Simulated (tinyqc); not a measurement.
What moves the results: nanosheet or nanowire with hard walls, valleys of the Si type. A value that a table varies takes the place of the one given here.

Six ellipsoidal valleys along the cube axes: inverse mass tensor w = 1/mt + (1/ml - 1/mt) a a^T with a the unit axis. Device axes: x along the channel, z = [001], y = z x x.

Hard walls around a W x H rectangle. The block w_c of w in (y, z) confines; the transport mass follows from 1/m_x = w_xx - w_xc w_c^-1 w_cx. The cross-section problem c (w_yy ky^2 + 2 w_yz ky kz + w_zz kz^2), c = hbar^2/2m0, is solved in products sin(n pi y/W) sin(l pi z/H), n, l = 1 to 12; if w_yz = 0 the levels are c pi^2 (w_yy n^2/W^2 + w_zz l^2/H^2). The w_yz term couples (n, l) to (n', l') by -2 c w_yz D_nn'(W) D_ll'(H) with D_nm(L) = 4 n m/(L (n^2 - m^2)) for n + m odd and 0 otherwise.

Without degeneracy the line density is N1 exp((EF - Ec)/kB T) with N1 = sum 2 g sqrt(m_x kB T/(4 pi c)) exp(-E/kB T), here over n, l up to 80 where w_yz = 0 and over all levels of a 12 x 12 sine basis otherwise; the classical value is W H Nc with Nc = 2 g_all (m_dos kB T/(4 pi c))^(3/2), m_dos = (ml mt^2)^(1/3); dVt = kB T ln(W H Nc/N1).

Constants: hbar^2/2m0 = 3.80998211 eV angstrom^2; kB = 8.617333262e-05 eV/K.

Parameters, chosen for this exercise (near those of Si; the results hold for these values, not for the real material): ml = 0.91 m0 (longitudinal mass); mt = 0.191 m0 (transverse mass); T = 300 K (temperature); g_all = 6 (number of valleys); channel = 110 (transport direction x on a (001) wafer); H = 48 angstrom (height, along z = [001]); Ws = (25, 35, 50, 75, 110, 170, 260) angstrom (widths); W = 145 angstrom (width, along y).

## From wire to sheet

Valleys:
```
group  valleys g     w_yy     w_zz   |w_yz|  m_x (m0)
A              2  5.23560  1.09890  0.00000   0.19100
B              4  3.16725  5.23560  0.00000   0.55050
```

Lowest level of each group (groups ordered by w_zz, then w_yy) and dVt against the width.

Results:
```
W (angstrom)  A1 (eV)  B1 (eV)  dVt (mV)
25             0.3329   0.2760     238.0
35             0.1786   0.1827     145.8
50             0.0967   0.1331      91.7
75             0.0529   0.1066      63.6
110            0.0342   0.0953      52.7
170            0.0247   0.0896      46.7
260            0.0208   0.0872      43.5
```

dVt falls from 238 to 43 mV. The lowest group changes from B to A between W = 25 and 35 angstrom (H = 48). At the widest W the lowest level is 0.0208 eV; the film limit c pi^2 w_zz/H^2 of that group is 0.0179 eV.

## Channel direction

The same rectangle along [100] and [110]; groups ordered by w_zz, then w_yy.

Lowest level of each group:
```
channel, group  valleys g   w_yy   w_zz  |w_yz|  m_x (m0)  E (eV)
[100] A                 2  5.236  1.099   0.000     0.191  0.0273
[100] B                 2  1.099  5.236   0.000     0.191  0.0874
[100] C                 2  5.236  5.236   0.000     0.910  0.0948
[110] A                 2  5.236  1.099   0.000     0.191  0.0273
[110] B                 4  3.167  5.236   0.000     0.550  0.0911
```

The lowest subband has m_x = 0.191 m0 and 2 valleys along [100], and 0.191 m0 and 2 valleys along [110]; its edge lies at 0.0273 and 0.0273 eV. These valleys have their axis along z, so turning the channel in the wafer plane leaves them alone; only the higher groups change.

## What each parameter does

E1 and E2 are the two lowest subband edges over all groups. Each row changes one parameter from the base and keeps the others.

Results:
```
case              E1 (eV)  E2 - E1 (meV)  m_x of lowest (m0)  dVt (mV)
base               0.0273           28.1               0.191      48.4
W = 135 angstrom   0.0287           32.4               0.191      49.4
H = 42 angstrom    0.0328           28.1               0.191      55.4
T = 270 K          0.0273           28.1               0.191      46.7
ml = 1.001 m0      0.0257           28.1               0.191      47.6
mt = 0.172 m0      0.0283           31.2               0.172      50.8
```

The largest shifts from the base row, up to three for each result and ties (the steps differ in size, so this ranks the rows, not the parameters). E1 (eV): H +0.0055, ml -0.0016, W +0.0014; unchanged at the printed digits by T. E2 - E1 (meV): W +4.3, mt +3.1; unchanged at the printed digits by H, T and ml. m_x of lowest (m0): mt -0.019; unchanged at the printed digits by W, H, T and ml. dVt (mV): H +7.0, mt +2.4, T -1.7.

(tinyqc, `OMP_NUM_THREADS=1 python tinyqc.py 1281934 1281935 out.jsonl`, Intel(R) Xeon(R) Processor @ 2.30GHz, 1 thread, shared host, about 0.05 s.)
